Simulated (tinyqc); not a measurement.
What moves the results: k.p theory built from an empirical-pseudopotential calculation at Gamma. A value that a table varies takes the place of the one given here.

Empirical pseudopotential on the fcc lattice, atoms at +/- tau, tau = a (1,1,1)/8, no spin-orbit coupling. H(G,G') = c (2 pi/a)^2 |k + G|^2 delta + VS(q) cos(q.tau) + i VA(q) sin(q.tau), q = G - G', c = hbar^2/2m0; k and G in units of 2 pi/a; VS at |q|^2 = 3, 8, 11 and VA at 3, 4, 11, in rydberg, zero elsewhere. The basis is fixed: all 65 G with |G|^2 up to Gcut. Energies are counted from the fourth level at Gamma.

k.p in the lowest n states at Gamma: H_nm = (E_n + c k^2) delta + 2 c k.<n|G|m>, k in 1/angstrom; with all states of the basis it is exact.

Empirical pseudopotential on the fcc lattice, atoms at +/- tau, tau = a (1,1,1)/8, no spin-orbit coupling. H(G,G') = c (2 pi/a)^2 |k + G|^2 delta + VS(q) cos(q.tau) + i VA(q) sin(q.tau), q = G - G', c = hbar^2/2m0; k and G in units of 2 pi/a; VS at |q|^2 = 3, 8, 11 and VA at 3, 4, 11, in rydberg, zero elsewhere. The basis holds all G with |G|^2 up to a cut-off. Energies are counted from the fourth level at Gamma.

For a multiplet A of d_A states, W(B) = (4 c/(3 d_A)) sum over n in A, m in B and i = x, y, z of |<n|G_i|m>|^2 (G in 1/angstrom, <n|G_i|m> = sum_G c_n(G)* G_i c_m(G)); the mean inverse mass of A is 1 + sum_B W(B)/(E_A - E_B). Multiplets with W = 0 are left out.

Valence parameters: D(u) = c + 4 c^2 sum_m <n|u.G|m><m|u.G|n'>/(0 - E_m) on the valence triplet, in units of c, has eigenvalues L, M, M along [100] and (L + 2M + 2N)/3, (L + 2M - N)/3 twice along [111]; g1 = -(L + 2M)/3, g2 = -(L - M)/6, g3 = -N/6.

Constants: hbar^2/2m0 = 3.80998211 eV angstrom^2; Ry = 13.60569312 eV.

Values chosen for the exercise (near those of GaSb; the results hold for these values, not for the real material): a = 6.127 angstrom (lattice constant); VS = (-0.224, 0, 0.051) Ry (symmetric form factors); VA = (0.058, 0.049, 0.008) Ry (antisymmetric form factors); Gcut = 16 (2 pi/a)^2 (largest |G|^2 of the fixed basis); VS3 = -0.224 Ry; VS8 = 0 Ry; VS11 = 0.051 Ry; VA3 = 0.058 Ry; VA4 = 0.049 Ry; VA11 = 0.008 Ry.

## How many bands a k.p model needs: band 5 from Gamma to X

Band 5 (counted from below) at k = f (1, 0, 0) 2 pi/a; n ends on whole multiplets.

Energies (eV):
```
f      n = 8  n = 15  n = 27  n = 65 (exact)
0.000  0.792   0.792   0.792           0.792
0.125  1.513   1.476   1.474           1.474
0.250  2.650   2.431   2.424           2.424
0.375  3.939   3.196   3.178           3.175
0.500  5.268   2.822   2.778           2.771
0.625  6.045   2.536   2.466           2.454
0.750  6.828   2.379   2.271           2.255
0.875  7.742   2.353   2.197           2.176
1.000  8.793   2.392   2.213           2.175
```

How do the results move?

With n = 8 the band stays within 0.05 eV of the exact one up to f = 0.125 (error at X: +6.618 eV). With n = 15 the band stays within 0.05 eV of the exact one up to f = 0.375 (error at X: +0.217 eV). With n = 27 the band stays within 0.05 eV of the exact one over the whole line (error at X: +0.038 eV). A smaller basis can only raise a level. The exact band has its minimum on these points at f = 0.000; n = 8 puts it at f = 0.000.

## Convergence with the plane-wave basis

E_s is the lowest empty singlet, Ep its W to the valence triplet, m its mass.

Results:
```
cut-off  plane waves  E_s (eV)  Ep (eV)  m (m0)    g1    g2    g3
8                 27     0.722    14.77  0.0468  8.10  3.12  3.73
11                51     0.754    15.11  0.0477  7.91  3.14  3.59
12                59     0.797    15.13  0.0502  7.63  2.94  3.44
16                65     0.792    15.16  0.0499  7.68  2.97  3.46
19                89     0.796    15.15  0.0501  7.65  2.95  3.44
20               113     0.803    15.14  0.0506  7.60  2.92  3.41
24               137     0.804    15.14  0.0506  7.59  2.91  3.41
```

How do the results move?

Against the last row, E_s errs most, by -0.082 eV, at cut-off 8, and by -0.001 eV in the last row but one. Ep varies by 2.5 % over the table and m by 7.6 %: the mass, near E_s/Ep, inherits the errors of both. Local form factors fix the converged values only roughly. The gap is a difference of two levels, so it need not converge steadily, and here it does not.

## What each form factor does (empirical-pseudopotential levels)

Lowest empty singlet and triplet at Gamma and the valence width there (fixed basis); lowest empty level at X = (1,0,0) and L = (1/2,1/2,1/2) from the valence top, these levels and that top with all |k + G|^2 up to 21. Singlet and triplet count orbital degeneracy. VS3 is VS at |q|^2 = 3, and so on. The row for a keeps the form factors fixed, so it is no model of a real expansion, which changes them too. Each row changes one parameter from the base and keeps the others.

Results:
```
case                singlet (eV)  triplet (eV)  X (eV)  L (eV)  width (eV)
base                       0.792         4.321   2.163   1.653      10.561
a = 6.188 angstrom         0.834         4.341   2.278   1.729      10.346
VS3 = -0.214 Ry            0.813         4.189   1.907   1.547      10.557
VS8 = 0.01 Ry              1.231         4.229   2.180   1.843      10.393
VS11 = 0.061 Ry            1.297         4.484   2.408   1.994      10.338
VA3 = 0.068 Ry             0.920         4.448   2.373   1.762      10.609
VA4 = 0.059 Ry             0.859         4.513   2.171   1.827      10.620
VA11 = 0.018 Ry            0.580         4.311   2.037   1.584      10.668
```

How do the results move?

The largest shifts from the base row, up to three for each result and ties (the steps differ in size, so this ranks the rows, not the parameters). singlet (eV): VS11 +0.504, VS8 +0.439, VA11 -0.212. triplet (eV): VA4 +0.192, VS11 +0.163, VS3 -0.131. X (eV): VS3 -0.256, VS11 +0.245, VA3 +0.210. L (eV): VS11 +0.341, VS8 +0.190, VA4 +0.174. width (eV): VS11 -0.223, a -0.215, VS8 -0.168.

Run: tinyqc, `OMP_NUM_THREADS=1 python tinyqc.py 1051403 1051404 out.jsonl`; Intel(R) Xeon(R) Processor @ 2.30GHz, one thread, shared host; about 0.4 s of CPU time with all checks.
